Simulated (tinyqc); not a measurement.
Inside a calculation (part 2 of 2). Method: RKS/exchange-only LDA in the sto-3g basis, for BeH2, spin multiplicity 1. Computed by tinyqc, a small Python program that keeps every step (integrals from PySCF). Command: `OMP_NUM_THREADS=1 python tinyqc.py 29234 29235 out.jsonl` (the two numbers bound the seeds that draw the settings). One thread of a shared host (Intel(R) Xeon(R) Processor @ 2.60GHz), about 0.4 s of CPU time with the checks.

Geometry (angstrom):
```
atom         x          y         z
Be    0.000000   0.000000  0.000000
H     0.000000   1.388000  0.000000
H     0.000000  -1.388000  0.000000
```

## Convergence

Stop when the energy changes by less than 1e-08 hartree and every element of the error matrix X^T (F D S - S D F) X is below 3e-05.

Course of the cycle:
```
iteration   E (hartree)     change  largest element of the error matrix
1          -15.00943553          -                             4.32e-01
2          -15.14210410  -1.33e-01                             6.95e-02
3          -15.14518485  -3.08e-03                             5.08e-02
4          -15.14655124  -1.37e-03                             3.37e-02
5          -15.14766825  -1.12e-03                             9.32e-05
6          -15.14766825  -5.77e-09                             2.25e-06
```

PySCF RKS in the same basis, fine grid = -15.10760774 hartree

Converged in 6 iterations. The coarse grid moves the energy by -4.01e-02 hartree.

## Populations, bond orders and dipole

D after iteration 6, lower triangle:
```
            1Be 1s    1Be 2s   1Be 2px    1Be 2py   1Be 2pz      2H 1s     3H 1s
1Be 1s    2.060616
1Be 2s   -0.189378  0.764952
1Be 2px   0.000000  0.000000  0.000000
1Be 2py   0.000000  0.000000  0.000000   0.504427
1Be 2pz   0.000000  0.000000  0.000000   0.000000  0.000000
2H 1s    -0.193213  0.444229  0.000000   0.411672  0.000000   0.597389
3H 1s    -0.193213  0.444229  0.000000  -0.411672  0.000000  -0.074556  0.597389
```

overlap S, lower triangle:
```
           1Be 1s    1Be 2s   1Be 2px    1Be 2py   1Be 2pz     2H 1s     3H 1s
1Be 1s   1.000000
1Be 2s   0.259517  1.000000
1Be 2px  0.000000  0.000000  1.000000
1Be 2py  0.000000  0.000000  0.000000   1.000000
1Be 2pz  0.000000  0.000000  0.000000   0.000000  1.000000
2H 1s    0.062509  0.440684  0.000000   0.511995  0.000000  1.000000
3H 1s    0.062509  0.440684  0.000000  -0.511995  0.000000  0.028971  1.000000
```

Mulliken: Z minus the diagonal of D S on the atom; Loewdin: the same with S^(1/2) D S^(1/2); Mayer order: 2 sum_s sum (D(s) S)_ij (D(s) S)_ji over the two atoms.

Charges (e):
```
atom   Mulliken    Loewdin
1Be   -0.020621  -0.012118
2H     0.010311   0.006059
3H     0.010311   0.006059
```

Mayer bond orders:
```
pair     order
2-1   0.992781
3-1   0.992781
3-2   0.007113
```

dipole moment about the origin, x y z (debye): 0.000000  0.000000  0.000000
